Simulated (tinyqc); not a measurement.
Small-signal admittance of a forward-biased p+-n diode: two steps of the calculation.

Holes injected into a neutral base of width wb with an ohmic contact at its end; low injection, p0 far above the equilibrium density. A small voltage v exp(i w t), w = 2 pi f, modulates the edge density by p0 v/Vt, and the small-signal density obeys Dp d2p/dx2 = (1/tau + i w) p.

Inputs (values chosen for the exercise); permittivity close to that of germanium:
- T = 300 K (temperature)
- eps_r = 16 (relative permittivity)
- Nd = 7.3e16 cm^-3 (donor density of the base)
- Dp = 30 cm^2/s (hole diffusion coefficient)
- tau = 3e-7 s (hole lifetime)
- wb = 23 um (width of the neutral base)
- p0 = 4.1e15 cm^-3 (excess hole density at the junction edge)
- Na = 5e18 cm^-3 (acceptor density of the p+ side)
- f = 3.6e5 Hz (signal frequency)

Constants: q = 1.602176634e-19 C, kB = 1.380649e-23 J/K, Vt = kB T/q, eps0 = 8.8541878128e-14 F/cm where lengths are in cm. Results are converted to the units shown.

Task 1. Closed-form admittance. L = sqrt(Dp tau); direct current J = (q Dp p0/L) coth(wb/L); k = sqrt(1 + i w tau)/L; diffusion admittance Y = (q Dp p0/Vt) k coth(k wb) = G + i w C_diff; junction capacitance C_j = sqrt(q eps0 eps_r Nd/(2 Vr)) in the depletion approximation, with the remaining barrier Vr = Vt ln(Na/p0), a rough value under forward bias; base-width modulation is left out.

Wanted: L; J; k wb; Y; C_diff; C_j.

Result 1.

L = 30.00 um
J = 10.18 A/cm^2
k wb = 0.8056+0.2475i
Y = 395.0+40.8i S/cm^2
C_diff = 18.06 uF/cm^2
C_j = 0.2124 uF/cm^2

G is 1.00 times its low-frequency value J/Vt, and C_diff is 85.0 times C_j.

Task 2. The same by finite differences. 9 equal intervals, h = wb/9; u = small-signal density over its edge value, u_0 = 1, u_9 = 0; u_(i-1) + b u_i + u_(i+1) = 0 with b = -2 - h^2 (1/tau + i w)/Dp; Y = (q Dp p0/(Vt h)) (-b/2 - u_1), which includes the half box at the edge.

Give: b; u; Y on the mesh.

Result 2.

b = -2.007-0.005i
u, node 1 to 8: 0.8711-0.0113i  0.7485-0.0185i  0.6315-0.0221i  0.5192-0.0227i  0.4107-0.0209i  0.3054-0.0173i  0.2023-0.0123i  0.1008-0.0064i
Y on the mesh = 395.4+41.2i S/cm^2

Computed by the program tinyqc: `OMP_NUM_THREADS=1 python tinyqc.py 2890128 2890129 out.jsonl`, one thread of a shared Intel Xeon 2.30GHz, about 0.01 s for the whole run.
